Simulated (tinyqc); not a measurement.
Starting guesses with plain Roothaan steps: SCF starting guesses in the sto-6g basis, for Be+, spin multiplicity 2. Computed by the program tinyqc with PySCF. 

Geometry (angstrom):

| atom | x | y | z |
|---|---|---|---|
| Be | 0.0000 | 0.0000 | 0.0000 |

lowest solution found by these runs and by PySCF with stability checks = -14.251265 hartree

UHF with one setting changed at a time; a run stops when the energy changes by less than 1e-09 hartree and the error matrix is below 1e-5. Starts: the lowest orbitals of the core Hamiltonian, of the Wolfsberg-Helmholz matrix (K = 1.75), projected atomic densities, random orbitals, and the highest orbitals of the core Hamiltonian (a deliberately bad start).

Largest element of the error matrix X^T (FDS - SDF) X:

| iteration | core | Wolfsberg-Helmholz | atomic densities | random | highest core orbitals |
|---|---|---|---|---|---|
| 1 | 1.9e-01 | 8.4e-02 | 1.2e-02 | 1.6e+00 | 0.0e+00 |
| 2 | 2.1e-02 | 8.0e-03 | 2.9e-03 | 1.7e-01 | 1.7e-01 |
| 3 | 2.3e-03 | 7.7e-04 | 3.3e-04 | 5.2e-02 | 1.7e-02 |
| 4 | 2.6e-04 | 7.6e-05 | 3.6e-05 | 5.0e-02 | 1.6e-03 |
| 5 | 2.8e-05 | 7.8e-06 | 4.0e-06 | 4.2e-02 | 1.5e-04 |
| 6 | 3.1e-06 | 8.1e-07 | - | 3.2e-02 | 1.4e-05 |
| 8 | - | - | - | 1.6e-02 | - |
| 10 | - | - | - | 8.0e-03 | - |
| 14 | - | - | - | 1.9e-03 | - |
| 20 | - | - | - | 2.1e-04 | - |

How each run ends:

| run | iterations | E (hartree) | state |
|---|---|---|---|
| core | 6 | -14.251265 | lowest found |
| Wolfsberg-Helmholz | 6 | -14.108047 | higher |
| atomic densities | 5 | -14.251265 | lowest found |
| random | 29 | -14.251265 | lowest found |
| highest core orbitals | 7 | -14.108047 | higher |

3 of 5 runs reach the lowest solution found, in 5 to 29 iterations (fastest: atomic densities). Ending on a higher stationary point: Wolfsberg-Helmholz, highest core orbitals; a small error matrix cannot reveal that, and an occupation fixed by the start is kept by symmetry or by the shape of the basin. The first errors are 2e-01, 8e-02, 1e-02, 2e+00, 0e+00; the deliberately bad start has the smallest one, so a small first error does not mark a good start.
